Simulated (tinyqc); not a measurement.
Coherent transport through a tight-binding region between two chains, step by step. One step of it, computed by the program tinyqc.

Task: Transmission at E = 0.27 eV. Surface Green function g = (E - i sqrt(4 t^2 - E^2)) / (2 t^2); self-energy tc^2 g on each contact site; G = (E - H - Sigma)^(-1); Gamma = -2 Im Sigma; T = Gamma_L Gamma_R |G_LR|^2; local density of states -Im G_ii / pi.

H of the central region (eV):
```
           1          2          3          4          5          6
1  -0.520000  -2.020000   0.000000   0.000000   0.000000  -2.020000
2  -2.020000  -0.800000  -2.020000   0.000000   0.000000   0.000000
3   0.000000  -2.020000  -0.420000  -2.020000   0.000000   0.000000
4   0.000000   0.000000  -2.020000   0.370000  -2.020000   0.000000
5   0.000000   0.000000   0.000000  -2.020000  -0.200000  -2.020000
6  -2.020000   0.000000   0.000000   0.000000  -2.020000  -0.670000
```

Leads: semi-infinite chains with site energy 0:
```
parameter                           value
lead hopping t (eV)              2.930000
coupling to the left lead (eV)   0.950000
coupling to the right lead (eV)  0.760000
left contact site                       1
right contact site                      2
```

E = 0.270000 eV

Give: g; G; local density of states; transmission.

Result:

g = 0.0157-0.3409i 1/eV

G (1/eV):
```
                 1                2                3                4
1  -0.1264-0.0198i   0.2731+0.0180i  -0.0152-0.0163i  -0.2679-0.0125i
2   0.2731+0.0180i  -0.1341-0.0267i   0.2897+0.0091i   0.0351+0.0236i
3  -0.0152-0.0163i   0.2897+0.0091i  -0.1360-0.0167i   0.2518-0.0034i
4  -0.2679-0.0125i   0.0351+0.0236i   0.2518-0.0034i  -0.1211-0.0225i
5   0.0020+0.0157i  -0.2880-0.0079i   0.1485+0.0165i   0.2373+0.0023i
6   0.2675+0.0088i   0.0319-0.0218i  -0.2863-0.0005i   0.0659+0.0220i

                 5                6
1   0.0020+0.0157i   0.2675+0.0088i
2  -0.2880-0.0079i   0.0319-0.0218i
3   0.1485+0.0165i  -0.2863-0.0005i
4   0.2373+0.0023i   0.0659+0.0220i
5  -0.1368-0.0164i   0.2896+0.0016i
6   0.2896+0.0016i  -0.1333-0.0223i
```

local density of states (1/eV): 0.0063  0.0085  0.0053  0.0072  0.0052  0.0071

transmission = 0.0182
